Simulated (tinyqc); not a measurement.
Thickness from two neighbouring fringes.

Problem. At normal incidence a transparent film with an index between those of air and substrate, taken as constant, has reflectance minima at 2 n1 d = (m + 1/2) lam (small phase shifts at the substrate neglected). Find d and the order m of the shorter wavelength.

Parameters, values chosen for the exercise: index of the transparent film n1 = 1.666.

wavelengths of two neighbouring reflectance minima (nm): 472  660.8

Solution. Neighbouring orders differ by one: 2 n1 d (1/lam1 - 1/lam2) = 1.

d = 496 nm
m = 3

tinyqc, about 0.4 s, one thread, Intel Xeon 2.30GHz (shared host): `OMP_NUM_THREADS=1 python tinyqc.py 2870152 2870153 out.jsonl`
